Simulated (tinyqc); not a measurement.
## Slope factor and drain-induced lowering from three currents

Inverse problem. With source and body at 0 V, I = A exp((Vg + dd Vd)/(nf Vt)) (1 - exp(-Vd/Vt)). Find nf, the swing nf Vt ln 10 and dd.

Parameters, values chosen for the exercise:
```
symbol  value  unit      meaning
T         398     K  temperature
```

Constants: q = 1.602176634e-19 C, kB = 1.380649e-23 J/K, Vt = kB T/q. Results are converted to the units shown.

currents at (Vg, Vd) = (0, 0.05), (0, 0.8) and (0.09, 0.8) V (nA/um): [0.053748433, 0.58449124, 4.1424935]

Solution. The pair at equal Vd gives nf; the pair at equal Vg, after dividing out the factors 1 - exp(-Vd/Vt), gives dd.

nf = 1.340
swing = 105.8 mV/decade
dd = 0.1300

tinyqc, about 0.04 s, one thread, Intel Xeon 2.30GHz (shared host): `OMP_NUM_THREADS=1 python tinyqc.py 2242198 2242199 out.jsonl`
